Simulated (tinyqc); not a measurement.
Hot carriers by balance equations with a heated Maxwellian: one step, computed by the program tinyqc.

The carriers follow a Maxwellian at an electron temperature T_e, slightly displaced; the drift energy is neglected against k_B T_e. The balance averages the rate, not the time, so mu_0 lies below the relaxation-time value.

Task: Equilibrium values. Parabolic band: E = hbar^2 k^2/(2 m), speed v = hbar k/m, states per spin, volume and energy g(E) = m k/(2 pi^2 hbar^2). Masses are multiplied by m_0 and all formulas are in SI units. Phonon occupation N_q = 1/(exp(hbar w/(k_B T)) - 1). Acoustic deformation potential (elastic, equipartition, absorption and emission together): 1/tau = 2 pi k_B T D_A^2 g(E)/(hbar rho v_l^2). Optical or intervalley deformation potential: 1/tau = (pi Z_f D_o^2/(rho w)) [N_q g(E + hbar w) + (N_q + 1) g(E - hbar w)], with g = 0 below the band edge. Averages over the Maxwellian, <y> = int y x^(1/2) exp(-x) dx / int x^(1/2) exp(-x) dx with x = E/(k_B T_e), split at x_0 = hbar w/(k_B T_e): 64 Gauss-Legendre points in sqrt(x) below it and 128 in sqrt(x - x_0) above it, up to x = 32. Momentum balance: mu(T_e) = e/(m nu), nu = <x (sum of rates)>/<x>. Power lost per carrier: P(T_e) = hbar w <emission rate - absorption rate> + <(2 m v_l^2/(k_B T)) (E - 2 k_B T) acoustic rate>. Energy relaxation time at weak heating: tau_E = (3/2) k_B / (dP/dT_e), the derivative by a central difference of +/- 0.5 K at T_e = T.

Inputs (values chosen for the exercise, modelled on holes in silicon): effective mass m = 0.491 m_0; density rho = 2329 kg/m^3; sound velocity v_l = 8910 m/s; acoustic deformation potential D_A = 5.9 eV; phonon energy hbar w = 61 meV; optical or intervalley deformation potential D_o = 8.9 1e8 eV/cm; final valleys Z_f = 1; lattice temperature T = 150 K.

Band: parabolic. Solver: damped fixed point.

Constants: k_B = 8.617333262e-05 eV/K; k_B = 1.380649e-23 J/K; e = 1.602176634e-19 C; hbar = 1.054571817e-34 J s; m_0 = 9.1093837015e-31 kg; hbar = 6.582119569e-16 eV s.

Give: low-field mobility mu_0; energy relaxation time tau_E.

Result:

low-field mobility mu_0 = 3452 cm^2/(V s)

energy relaxation time tau_E = 1.187 ps

Energy and momentum relax at comparable rates here.
